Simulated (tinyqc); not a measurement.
Capacitances from a Coulomb diamond.

Inverse problem. A single-electron transistor has the bias V on its left lead and the right lead at 0 V. Its diamonds repeat every q/Cg in gate voltage, close at |V| = q/Cs with Cs = CL + CR + Cg, and have edges of slope dV/dVg = -Cg/CL and Cg/(Cs - CL). Find Cg, Cs, CL and CR.

Constants: q = 1.602176634e-19 C. Results are converted to the units shown.

gate period = 2.5841559 mV
bias at the tip of the diamond = 0.45516382 mV
slope dV/dVg of the rising edge = 0.23664122

Solution. The period gives Cg, the tip Cs, and the rising edge Cs - CL = CR + Cg.

Cg = 62.0 aF
Cs = 352 aF
CL = 90.0 aF
CR = 200 aF

tinyqc, about 0.01 s, one thread, Intel Xeon 2.30GHz (shared host): `OMP_NUM_THREADS=1 python tinyqc.py 2780113 2780114 out.jsonl`
